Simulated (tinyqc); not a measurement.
What each parameter does: exciton in a hard-walled quantum well (variational).

Electron and hole in the lowest states cos(pi z/L) of a hard-walled well; relative motion in the plane exp(-rho/lam). E(lam) = c/(mu lam^2) - (q/eps) <1/r>, <1/r> = integral over k from 0 to infinity of F(kL) (1 + (k lam/2)^2)^(-3/2), F(x) = [3x + 8 pi^2/x - 32 pi^4 (1 - exp(-x))/(x^2 (x^2 + 4 pi^2))]/(x^2 + 4 pi^2); c = hbar^2/2m0, q = e^2/(4 pi eps0). E is counted from the subband edge.

Constants: hbar^2/2m0 = 3.80998211 eV angstrom^2; e^2/(4 pi eps0) = 14.39964547 eV angstrom; Ry = 13.60569312 eV.

Parameters, chosen for this exercise (near those of ZnSe; the results hold for these values, not for the real material): me = 0.152 m0 (electron mass); mh = 0.419 m0 (hole mass); eps = 8.8 (dielectric constant); L = 33 angstrom (well width).

1/mu = 1/me + 1/mh, Ry* = Ry mu/eps^2; the minimum over lam.

Results for these values:
```
case  binding (meV)  lam (angstrom)  binding/Ry*
base          44.01            34.3        2.246
```

What happens to each result for eps = 9.68, all else kept?

Answer: binding falls from 44.01 to 37.55; lam rises from 34.3 to 36.8; binding/Ry* rises from 2.246 to 2.319.

The same for each parameter in turn:
```
case               binding (meV)  lam (angstrom)  binding/Ry*
base                       44.01            34.3        2.246
me = 0.182 m0              47.86            31.3        2.147
mh = 0.587 m0              46.35            32.4        2.185
eps = 9.68                 37.55            36.8        2.319
L = 46.2 angstrom          38.95            37.8        1.988
```

(tinyqc, `OMP_NUM_THREADS=1 python tinyqc.py 1282469 1282470 out.jsonl`, Intel(R) Xeon(R) Processor @ 2.30GHz, 1 thread, shared host, about 0.03 s.)
